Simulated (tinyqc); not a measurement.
# Ballistic Schottky-barrier transistor with a two-dimensional channel, WKB contacts: several studies

Source Fermi level 0, drain Fermi level -Vd. Far from the contacts Ec = pn - psi, and the gate moves psi one to one; the band edges relax as exp(-x/lam) from pn at the source and pn - Vd at the drain; Ev = Ec - Eg. A carrier of energy w inside the channel band meets at a contact a barrier of height D (the contact edge beyond the channel edge): T = 1 for w >= D, else exp(-S), S = 4 lam sqrt(m/C) [sqrt(D - w) - sqrt(w) arctan sqrt((D - w)/w)], C = hbar^2/(2 m0). The two contacts combine as Ts Td/(Ts + Td - Ts Td).

Inputs (values chosen for the exercise); channel values close to those of a molybdenum disulphide layer:
- T = 300 K (temperature)
- Eg = 1.7 eV (band gap)
- pn = 0.11 eV (barrier for electrons at both contacts)
- mn = 0.47 m0 (electron mass)
- mp = 0.57 m0 (hole mass)
- g = 2 (valleys or subbands)
- lam = 3.2 nm (screening length at the contacts)
- Vd = 0.7 V (drain bias)

Constants: q = 1.602176634e-19 C, kB = 1.380649e-23 J/K, hbar = 1.054571817e-34 J s, h = 6.62607015e-34 J s, m0 = 9.1093837015e-31 kg, Vt = kB T/q, hbar^2/(2 m0) = 0.0380998212 eV nm^2. Results are converted to the units shown.

Each table varies one quantity; the others keep the values above.

## Effect of the drain bias on the off state

I/W = g (2 q^2/h) int T(w) [N(Es + w) - N(Ed + w)] dw with w the energy of motion along the channel, N(y) = (1/2 pi) sqrt(pi m kB T/C) Fm(-y/kB T), Fm(x) = (1/sqrt(pi)) int_0^infinity u^(-1/2)/(1 + exp(u - x)) du. Electrons: Ds = psi, Dd = psi - Vd, Es = Ec, Ed = Ec + Vd. Holes: Ds = -psi, Dd = Vd - psi, Es = -Ev, Ed = -Ev - Vd. The size of each current is taken; both flow from drain to source and add. The integrals are converged. For each Vd, psi is set to the minimum of I.

Effect of the drain bias on the off state:
```
Vd (V)  psi at the minimum (V)  smallest I (uA/um)
0.05                     -1.06            3.51e-17
0.21                     -1.00            4.17e-16
0.37                     -0.94            3.64e-15
0.53                     -0.89            3.25e-14
0.68                     -0.83            2.60e-13
0.84                     -0.77            2.45e-12
1                        -0.72            2.37e-11
```

Read the table: what changes, and by how much?

The smallest current rises from 3.51e-17 to 2.37e-11 uA/um, 6.16 decades a volt between the last two rows, and the minimum moves by 0.36 V a volt over the table: a larger Vd lets holes enter from the drain while electrons still enter from the source.

## Barrier height from the temperature dependence

Same model as above.

The apparent barrier is -d ln(I_e/T^1.5)/d(q/kB T), taken between T - 10 K and T + 10 K for the electron current.

Barrier height from the temperature dependence:
```
ps (V)  electrons (uA/um)  Ec (eV)  apparent barrier (eV)
-0.25             5.72e-4    0.360                  0.360
-0.18             0.00857    0.290                  0.290
-0.11               0.129    0.220                  0.220
-0.04                1.93    0.150                  0.150
0                    9.01    0.110                  0.109
0.1                  33.1    0.010                  0.068
0.17                 69.8   -0.060                  0.039
0.24                  134   -0.130                  0.016
0.31                  231   -0.200                  0.000
0.38                  359   -0.270                 -0.010
0.45                  517   -0.340                 -0.017
```

What does the table show?

For psi < 0 the channel edge is the highest point, and the apparent barrier follows Ec one to one (0.360 eV against 0.360). At flat band it is 0.109 eV (psi = 0 V), near pn = 0.11 eV. Beyond, the top stays at pn but tunnelling lowers the apparent value to -0.0170 eV in the last row, so only the point where the line bends gives the true barrier.

## Ambipolar transfer curve

Same model as above.

Swing = d(psi)/d(log10 I).

Result of one run:
```
ps (V)  electrons (uA/um)  holes (uA/um)  I (uA/um)  swing (mV/decade)
-0.3             8.265e-5      4.360e-18   8.265e-5              59.53
```

What becomes of these results when the band shift psi of the channel by the gate ps is changed from -0.3 to -0.16 V, all else the same?

Result of the changed run:
```
ps (V)  electrons (uA/um)  holes (uA/um)  I (uA/um)  swing (mV/decade)
-0.16             0.01858      3.172e-19    0.01858              59.53
```

The whole series:
```
ps (V)  electrons (uA/um)  holes (uA/um)  I (uA/um)  swing (mV/decade)
-1.27           4.188e-21       4.244e-9   4.244e-9             -110.3
-1.13           9.416e-19      1.994e-10  1.994e-10             -102.3
-0.99           2.117e-16      8.461e-12  8.461e-12             -102.5
-0.85           4.761e-14      3.775e-13  4.251e-13             -151.9
-0.71           1.070e-11      1.821e-14  1.072e-11              59.68
-0.58            1.635e-9      1.179e-15   1.635e-9              59.53
-0.44            3.676e-7      6.787e-17   3.676e-7              59.53
-0.3             8.265e-5      4.360e-18   8.265e-5              59.53
-0.16             0.01858      3.172e-19    0.01858              59.53
-0.02               4.169      2.666e-20      4.169              59.66
0.12                41.25      2.648e-21      41.25              212.0
0.26                158.5      3.199e-22      158.5              285.1
```

I goes from 4.24e-9 through a minimum of 4.25e-13 (at ps = -0.85 V among the rows listed) to 158 uA/um; the exact minimum lies at psi = -0.825 V. Holes carry the left branch and electrons the right. The ratio of the last row to the smallest is 3.73e14 and of the first row 9980, with barriers of 0.11 eV for electrons and 1.59 eV for holes. The steepest swing among the rows is 59.5 mV/decade, against the thermionic limit 59.5.

Range of the model: No scattering, image-force lowering, channel charge or band-to-band tunnelling; parabolic kappa overstates S deep in the gap.

tinyqc, about 0.5 s, one thread, Intel Xeon 2.30GHz (shared host): `OMP_NUM_THREADS=1 python tinyqc.py 2390048 2390049 out.jsonl`
